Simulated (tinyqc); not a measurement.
Three-level Kane dispersion of a narrow-gap semiconductor: one step. Fermi level and mass at a given density. Four cases, with inputs chosen for the exercise.

Problem. Compare EF - Ec with the parabolic value c kF^2/m0*.

Zero of energy at Gamma8, c = hbar^2/2m0, P^2 = Ep c. The free-electron term and remote bands are left out, so the heavy holes are flat at E = 0 and the other three bands obey E (E - Eg)(E + Dso) = P^2 k^2 (E + 2 Dso/3). The conduction band is the highest root; its edge is Ec = max(Eg, 0).

Degenerate electrons at T = 0: kF = (3 pi^2 n)^(1/3), 1 cm^-3 = 1e-24 angstrom^-3; EF is the highest root at kF. The momentum (cyclotron, optical) mass is m(E) = hbar^2 k/(dE/dk) = c d(k^2)/dE with d(k^2)/dE = k^2 [1/E + 1/(E - Eg) + 1/(E + Dso) - 1/(E + 2 Dso/3)]; the density of states is k d(k^2)/dE/(2 pi^2).

Edge mass m0* = 3 |Eg|/(2 Ep).
Constants: hbar^2/2m0 = 3.80998211 eV angstrom^2.

Case 1.

Values chosen (near those of HgTe; the results hold for these values, not for the real material):
- Eg = -0.308 eV (E(Gamma6) - E(Gamma8))
- Dso = 1.08 eV (spin-orbit splitting)
- Ep = 19.1 eV (Kane energy)
- n = 8.7e+16 cm^-3 (electron density)

Case 2.

Values chosen (near those of grey Sn; the results hold for these values, not for the real material):
- Eg = -0.408 eV (E(Gamma6) - E(Gamma8))
- Dso = 0.84 eV (spin-orbit splitting)
- Ep = 23.7 eV (Kane energy)
- n = 1.5e+17 cm^-3 (electron density)

Case 3.

Values chosen (near those of HgTe; the results hold for these values, not for the real material):
- Eg = -0.31 eV (E(Gamma6) - E(Gamma8))
- Dso = 1.03 eV (spin-orbit splitting)
- Ep = 18.4 eV (Kane energy)
- n = 2.5e+17 cm^-3 (electron density)

Case 4.

Values chosen (near those of HgTe; the results hold for these values, not for the real material):
- Eg = -0.294 eV (E(Gamma6) - E(Gamma8))
- Dso = 1.13 eV (spin-orbit splitting)
- Ep = 18.6 eV (Kane energy)
- n = 2.7e+17 cm^-3 (electron density)

Give: kF; EF - Ec; parabolic value; m(EF); m(EF)/m0*; density of states at EF.

Solution.

Case 1.

kF = 0.01371 1/angstrom
EF - Ec = 0.0275 eV
parabolic value = 0.0296 eV
m(EF) = 0.02785 m0
m(EF)/m0* = 1.151
density of states at EF = 5.076e+18 1/(eV cm^3)

The parabola overstates EF - Ec by a factor of 1.08; (EF - Ec)/|Eg| = 0.09, and the two-level rule 1 + 2 (EF - Ec)/|Eg| = 1.179 estimates the mass ratio.

Case 2.

kF = 0.01644 1/angstrom
EF - Ec = 0.0373 eV
parabolic value = 0.0399 eV
m(EF) = 0.02936 m0
m(EF)/m0* = 1.137
density of states at EF = 6.417e+18 1/(eV cm^3)

The parabola overstates EF - Ec by a factor of 1.07; (EF - Ec)/|Eg| = 0.09, and the two-level rule 1 + 2 (EF - Ec)/|Eg| = 1.183 estimates the mass ratio.

Case 3.

kF = 0.01949 1/angstrom
EF - Ec = 0.0504 eV
parabolic value = 0.0573 eV
m(EF) = 0.03210 m0
m(EF)/m0* = 1.270
density of states at EF = 8.319e+18 1/(eV cm^3)

The parabola overstates EF - Ec by a factor of 1.14; (EF - Ec)/|Eg| = 0.16, and the two-level rule 1 + 2 (EF - Ec)/|Eg| = 1.325 estimates the mass ratio.

Case 4.

kF = 0.02000 1/angstrom
EF - Ec = 0.0553 eV
parabolic value = 0.0642 eV
m(EF) = 0.03129 m0
m(EF)/m0* = 1.320
density of states at EF = 8.320e+18 1/(eV cm^3)

The parabola overstates EF - Ec by a factor of 1.16; (EF - Ec)/|Eg| = 0.19, and the two-level rule 1 + 2 (EF - Ec)/|Eg| = 1.376 estimates the mass ratio.

Computed by tinyqc, one run a case: `OMP_NUM_THREADS=1 python tinyqc.py N N+1 out.jsonl` with N = 1081028, 1081089, 1081154, 1081207; one thread of a shared Intel(R) Xeon(R) Processor @ 2.30GHz, about 0.01 s a run at most.
